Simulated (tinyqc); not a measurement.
Perpendicular magnetic tunnel junction: magnetoresistance, thermal stability and spin-torque switching: one step of the calculation.

A circular free layer treated as one macrospin with its easy axis out of plane. mu0 = 1.25663706212e-6 H/m, gyromagnetic ratio q/m0 (g = 2). Magnetic parameters are taken as given at T.

Problem. Retention of the array. A bit flips thermally at the rate exp(-Delta)/t0; the chance that any of N bits flips in ten years (3.15576e8 s) is 1 - exp[-N (time/t0) exp(-Delta)]. The Delta needed for a chance of 1e-4 follows by inversion.

Parameters, values chosen for the exercise:
- t0 = 1 ns (attempt time)
- N = 1.34e8 (bits)

Delta = 44.604332

Find: mean life of one bit; expected flips in ten years; Delta needed.

Solution.

mean life of one bit = 745.3 years
expected flips in ten years = 1.798e6
Delta needed = 68.22

Delta falls short of the need by 23.6.

tinyqc, about 0.01 s, one thread, Intel Xeon 2.30GHz (shared host): `OMP_NUM_THREADS=1 python tinyqc.py 2450102 2450103 out.jsonl`
